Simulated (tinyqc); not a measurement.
From results back to parameters: averaged masses of warped heavy- and light-hole bands. Three cases, with inputs chosen for the exercise.

Problem. For B along [111] the central orbits have s = 1/4 all round, so the cyclotron masses are 1/(g1 -/+ sqrt(g2^2 + 3 g3^2)). They are given with the heavy-hole mass along [100], 1/(g1 - 2 g2); g2 and g3 are positive.

Case 1.

heavy and light cyclotron mass for B along [111]; heavy mass along [100] (m0): 0.8957871  0.1103307  0.5291005

Case 2.

heavy and light cyclotron mass for B along [111]; heavy mass along [100] (m0): 0.3870495  0.0413627  0.2049180

Case 3.

heavy and light cyclotron mass for B along [111]; heavy mass along [100] (m0): 0.3726887  0.0414649  0.2040816

Find: g1; sqrt(g2^2 + 3 g3^2); g2; g3.

Solution. The mean of the two inverse cyclotron masses is g1 and half their difference is the root; g2 = (g1 - 1/m[100])/2, and g3 follows.

Case 1.

g1 = 5.09
sqrt(g2^2 + 3 g3^2) = 3.974
g2 = 1.60
g3 = 2.10

Case 2.

g1 = 13.38
sqrt(g2^2 + 3 g3^2) = 10.796
g2 = 4.25
g3 = 5.73

Case 3.

g1 = 13.40
sqrt(g2^2 + 3 g3^2) = 10.717
g2 = 4.25
g3 = 5.68

Computed by tinyqc, one run a case: `OMP_NUM_THREADS=1 python tinyqc.py N N+1 out.jsonl` with N = 1051189, 1051194, 1051220; one thread of a shared Intel(R) Xeon(R) Processor @ 2.30GHz, about 0.02 s a run at most.
